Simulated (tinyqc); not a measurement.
Worked calculation: square-lattice Ising model by mean field, Bethe lattice, transfer matrix, exact enumeration and Monte Carlo steps. Computed by tinyqc, a small Python program that keeps every step. Command: `OMP_NUM_THREADS=1 python tinyqc.py 3019474 3019475 out.jsonl ising walk`. One thread of a shared host (Intel(R) Xeon(R) Processor @ 2.30GHz), about 0.06 s of CPU time with the checks. Intermediate numbers are printed to about 6 digits and carried at full precision; extremes and crossings named in words are read from the listed rows.

H = -J sum over nearest pairs s_i s_j, s = +-1, no field, periodic boundaries; energies per site are in J. As a lattice gas or an alloy, s marks which species holds the site.

Inputs (values chosen for the exercise, for a model lattice):
```
quantity                                                                 value  unit
coupling J                                                                19.3   meV
temperature T                                                              330     K
strip width w                                                                2     -
factor on the grid 1.5, 1.85, 2.1, 2.45, 2.65, 3.1, 3.6, 4.4 of k_B T/J   1.02     -
```

Enumerated cell: 4 x 4. Monte Carlo rule: heat bath.

Constants: k_B = 8.617333262e-05 eV/K.

## Reduced coupling

K = J/(k_B T). Onsager: k_B T_c/J = 2/ln(1 + sqrt 2); mean field: 4; Bethe lattice with z = 4: 2/ln 2.

K = 0.678688

critical temperatures (K): exact 508.223, Bethe 646.233, mean field 895.869

T lies below all three.

## Three theories of the infinite lattice

K = J/(k_B T). Mean field: m = tanh(4 K m), u = -2 m^2. Bethe: cavity field h = 3 artanh(tanh K tanh h), m = tanh(4h/3), u = -2 (tanh K + tanh^2 h)/(1 + tanh K tanh^2 h). Exact: m = [1 - sinh(2K)^(-4)]^(1/8) below T_c; u = -coth(2K) [1 + (2/pi)(2 tanh^2(2K) - 1) K1(k)], k = 2 sinh(2K)/cosh^2(2K), K1 the complete elliptic integral of the first kind. The largest root is taken.

m, mean field = 0.990824

u, mean field = -1.96346

cavity field h = 1.92510

m, Bethe = 0.988279

u, Bethe = -1.95669

m, exact = 0.987970

u, exact = -1.95615

Against the exact energy mean field misses by -0.007 J and Bethe by -0.001 J.

## Transfer matrix

Strip of w sites, periodic across (for w = 2 the pair is joined by two bonds): T(s, s') = exp(K [sum_i s_i s'_i + (r(s) + r(s'))/2]), r(s) = sum_i s_i s_(i+1).

T:
```
         ++      +-      -+       --
++  15.1009  1.0000  1.0000   1.0000
+-   1.0000  1.0000  0.0662   1.0000
-+   1.0000  0.0662  1.0000   1.0000
--   1.0000  1.0000  1.0000  15.1009
```

## Free energy and correlation length of the strip

With the eigenvalues l1 > l2: -f/(k_B T) = ln(l1)/w per site; xi = 1/ln(l1/l2) rows.

three largest eigenvalues: 16.3624  14.1009  0.9338

-f/(k_B T) = 1.39749

correlation length xi = 6.72280

xi/w = 3.361; for wide strips at T_c this ratio tends to 4/pi = 1.273, and T lies below T_c, where xi grows exponentially with w.

## Exact averages on the small cell

States of the 4 x 4 cell:
```
E (J)  |M|  count
-32     16      2
-24     14     32
-20     12     64
-16      0      8
-16      8     48
-16     10    192
-16     12    176
-12      2    128
-12      4    192
-12      6    384
-12      8    512
-12     10    512
-8       0    768
-8       2   1248
-8       4   1408
-8       6   1376
-8       8   1472
-8      10    416
-4       0   1600
-4       2   3840
-4       4   3648
-4       6   3328
-4       8   1152
0        0   4356
0        2   7360
0        4   5856
0        6   2496
0        8    456
4        0   3264
4        2   6272
4        4   3136
4        6    896
8        0   2112
8        2   2784
8        4   1536
8        6    256
12       0    576
12       2   1024
12       4    128
16       0    120
16       2    192
16       4    112
20       0     64
24       2     32
32       0      2
```

Weights count x exp(-K E); N = 16; u = <E>/N, c = K^2 (<E^2> - <E>^2)/N in k_B, Binder U = 1 - <M^4>/(3 <M^2>^2).

ln Z / N = 1.40579

u, cell = -1.95576

heat capacity c, cell = 0.184812

<|m|>, cell = 0.987698

Binder cumulant U = 0.664296

The cell energy lies 0.000 J from the infinite lattice: deep in the ordered phase the correlation length is short and the cell is nearly exact.

## The methods across T_c

The grid values of k_B T/J times the given factor are rounded to 3 figures before use.

Order and energy:
```
k_B T/J    T (K)  m mean field   m Bethe   m exact  <|m|> cell   u Bethe   u exact    u cell    U cell
1.53      342.67      0.988691  0.985176  0.984672    0.984276  -1.94579  -1.94493  -1.94436  0.663529
1.89      423.30      0.967201  0.948292  0.940469    0.941506  -1.82611  -1.81504  -1.81666  0.651940
2.14      479.29      0.942741  0.894960  0.843354    0.883117  -1.67452  -1.62095  -1.66271  0.632362
2.50      559.92      0.890643  0.735735  0.000000    0.764712  -1.31468  -1.10608  -1.37912  0.581528
2.70      604.71      0.851453  0.552487  0.000000    0.694851  -1.01923  -0.96353  -1.22145  0.543506
3.16      707.74      0.724543  0.000000  0.000000    0.559396  -0.61260  -0.75840  -0.92724  0.446902
3.67      821.96      0.480840  0.000000  0.000000    0.460754  -0.53186  -0.62076  -0.71712  0.351599
4.49     1005.61      0.000000  0.000000  0.000000    0.373936  -0.43821  -0.48503  -0.52781  0.248201
```

At k_B T/J = 1.53 all values of m agree within 0.005. At 2.5 the exact m is 0 while Bethe gives 0.74, mean field 0.89 and the cell 0.76: neglect of fluctuations raises T_c, and a finite cell rounds the transition. U falls from 0.664 (2/3 when ordered) to 0.248 (0 for a large disordered system).

## heat bath steps

start configuration, 5 x 5, rows and columns numbered from 1:
```
    1   2   3   4  5
1  -1   1  -1   1  1
2   1   1  -1  -1  1
3   1   1  -1   1  1
4   1   1   1  -1  1
5  -1  -1   1  -1  1
```

Random draws:
```
step  row  column       u
1       3       2  0.0790
2       2       3  0.2313
3       2       5  0.9067
4       3       2  0.5376
5       4       5  0.6054
6       1       2  0.3394
7       5       2  0.9097
8       1       3  1.0000
9       3       1  0.2227
10      2       1  0.6727
11      2       3  0.7466
12      1       5  0.6321
13      5       4  0.4090
14      1       2  0.3326
```

h is the sum of the four neighbours. Set s = +1 if u < p = 1/(1 + exp(-2 K h)), else -1.

Steps:
```
step  s before   h         p  s after
1            1   2  0.937892        1
2           -1  -2  0.062108       -1
3            1   2  0.937892        1
4            1   2  0.937892        1
5            1   2  0.937892        1
6            1  -2  0.062108       -1
7           -1   0  0.500000       -1
8           -1   0  0.500000       -1
9            1   4  0.995634        1
10           1   2  0.937892        1
11          -1  -2  0.062108       -1
12           1   2  0.937892        1
13          -1   2  0.937892        1
14          -1  -2  0.062108       -1
```

configuration after the steps:
```
    1   2   3   4  5
1  -1  -1  -1   1  1
2   1   1  -1  -1  1
3   1   1  -1   1  1
4   1   1   1  -1  1
5  -1  -1   1   1  1
```

2 of the 14 steps changed a spin; the sum of spins went by less than the digits shown, at 7.

Checks made by the program: ln Z of the cell against the trace of a power of the transfer matrix (relative difference below 1e-10).
